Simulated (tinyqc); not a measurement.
One-sided p+-n junction, ionisation integral and breakdown: one step of the calculation.

A p+ layer at x < 0 and an n drift layer from x = 0. Depletion approximation, built-in voltage neglected. Local ionisation coefficients alpha_n = an exp(-(bn/E)^mx), alpha_p = ap exp(-(bp/E)^mx). Electrons move towards +x, holes towards x = 0.

Question. Field and ionisation coefficients on a grid. W = sqrt(2 eps0 eps_r V/(q N)), peak field E0 = q N W/(eps0 eps_r), falling linearly to 0 at W. Grid: 14 equal steps from 0 to fr W.

Inputs (values chosen for the exercise); material values close to those of indium phosphide: relative permittivity eps_r = 12.4; prefactor of the electron ionisation coefficient an = 1.14e7 1/cm; field constant for electrons bn = 2.92e6 V/cm; prefactor of the hole ionisation coefficient ap = 4.96e6 1/cm; field constant for holes bp = 2.68e6 V/cm; exponent mx = 1; donor density of the drift layer N = 5.3e16 cm^-3; reverse voltage V = 15.5 V; share of the depleted width that the grid covers fr = 0.5.

Constants: q = 1.602176634e-19 C, eps0 = 8.8541878128e-14 F/cm where lengths are in cm. Results are converted to the units shown.

Wanted: W; x; E; alpha_n; alpha_p.

Answer.

W = 0.63310 um

| point | x (um) | E (kV/cm) | alpha_n (1/cm) | alpha_p (1/cm) |
|---|---|---|---|---|
| 0 | 0.00000 | 489.65 | 29311 | 20820 |
| 1 | 0.02261 | 472.17 | 23502 | 17000 |
| 2 | 0.04522 | 454.68 | 18527 | 13666 |
| 3 | 0.06783 | 437.19 | 14330 | 10795 |
| 4 | 0.09044 | 419.70 | 10849 | 8362.0 |
| 5 | 0.11305 | 402.22 | 8017.1 | 6334.8 |
| 6 | 0.13566 | 384.73 | 5763.7 | 4679.5 |
| 7 | 0.15828 | 367.24 | 4015.5 | 3358.5 |
| 8 | 0.18089 | 349.75 | 2698.3 | 2331.7 |
| 9 | 0.20350 | 332.26 | 1738.8 | 1557.8 |
| 10 | 0.22611 | 314.78 | 1067.1 | 995.21 |
| 11 | 0.24872 | 297.29 | 618.35 | 603.13 |
| 12 | 0.27133 | 279.80 | 334.68 | 343.34 |
| 13 | 0.29394 | 262.31 | 166.91 | 181.30 |
| 14 | 0.31655 | 244.83 | 75.363 | 87.391 |

Range of the model: Breakdown comes at under 34 V, so the built-in voltage left out is a few per cent of it or more.

Computed by the program tinyqc: `OMP_NUM_THREADS=1 python tinyqc.py 2120105 2120106 out.jsonl`, one thread of a shared Intel Xeon 2.30GHz, about 0.05 s for the whole run.
